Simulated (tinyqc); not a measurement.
## Bulk resistivity and mean free path from two films

Question. In the thick-film limit single-crystal films obey rho = rho0 (1 + 3 (1 - ps) lam/(8 d)). Find rho0, lam and the product rho0 lam.

Inputs (values chosen for the exercise): specular share of surface scattering ps = 0.

rho at d = 31 and 110 nm (uohm cm): [6.1687097, 5.473]

Solution. rho is a straight line in 1/d: the intercept is rho0 and the slope (3/8)(1 - ps) rho0 lam. Without ps only the product (1 - ps) lam could be found.

rho0 = 5.20 uohm cm
lam = 15.4 nm
rho0 lam = 80.1 uohm cm nm

Computed by the program tinyqc: `OMP_NUM_THREADS=1 python tinyqc.py 2100135 2100136 out.jsonl`, one thread of a shared Intel Xeon 2.30GHz, about 0.01 s for the whole run.
